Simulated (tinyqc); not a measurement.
The starting point: quasiparticle equation with a plasmon-pole self-energy for two band edges.

For each edge E = e + X + Sc(E), with the correlation part Sc(E) = A[0]/(E - a + w) + A[1]/(E - b - w); a and b are the valence and conduction energies that enter the Green function (a = ev, b = ec in the one-shot scheme). Z = 1/(1 - dSc/dE), dSc/dE = -A[0]/(E - a + w)^2 - A[1]/(E - b - w)^2.

Parameters, chosen for this exercise (scales of the order of those of SiC; the results hold for these values, not for the real material):
- ev = 0 eV (mean-field valence top)
- ec = 2.28 eV (mean-field conduction edge)
- w = 20.7 eV (pole energy)
- Av = (79.3, 32.1) eV^2 (weights of the valence state on the hole and electron poles)
- Ac = (30, 67.5) eV^2 (the same for the conduction state)
- Xv = -2.96 eV (exchange minus the mean-field potential, valence)
- Xc = 2.62 eV (the same, conduction)

The mean-field gap is opened by d (ev lowered by d/2, ec raised by d/2) and X is changed by the opposite amounts, so that e + X stays; one-shot and G-updated gaps.

Gaps (eV):

| d | start | one-shot | update G |
|---|---|---|---|
| 0.0 | 2.280 | 3.2472 | 3.3503 |
| 0.2 | 2.480 | 3.2670 | 3.3503 |
| 0.4 | 2.680 | 3.2867 | 3.3503 |
| 0.6 | 2.880 | 3.3063 | 3.3503 |
| 0.9 | 3.180 | 3.3354 | 3.3503 |
| 1.2 | 3.480 | 3.3642 | 3.3503 |
| 1.6 | 3.880 | 3.4021 | 3.3503 |

The one-shot gap moves by a fraction 0.10 of any change of the starting gap, while the updated gap, 3.3503 eV, does not depend on it. The two agree where the start already equals the result, near d = 1.07 eV. A real change of starting point alters the orbitals and the screening too; this model holds both fixed.

Computed by tinyqc, a small Python program: `OMP_NUM_THREADS=1 python tinyqc.py 1850082 1850083 out.jsonl` (the numbers bound the seed that draws the inputs); one thread of a shared host (Intel(R) Xeon(R) Processor @ 2.30GHz), about 0.02 s for the whole set of steps.
